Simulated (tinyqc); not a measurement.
Area and perimeter leakage from two diodes.

Inverse problem. A square diode and a finger diode leak I = JA area + JP perimeter. Find JA, JP and the side of the square at which both parts are equal.

areas (um^2): [40000, 158000]
perimeters (um): [800, 33180]
leakage currents (pA): [6.984, 279.75480]

Solution. Two linear equations give JA and JP; for a square of side a, JA a^2 = 4 JP a at a = 4 JP/JA.

JA = 6.600e-10 A/cm^2
JP = 8.400e-11 A/cm
side for equal parts = 5091 um

tinyqc, about 0.01 s, one thread, Intel Xeon 2.30GHz (shared host): `OMP_NUM_THREADS=1 python tinyqc.py 2290083 2290084 out.jsonl`
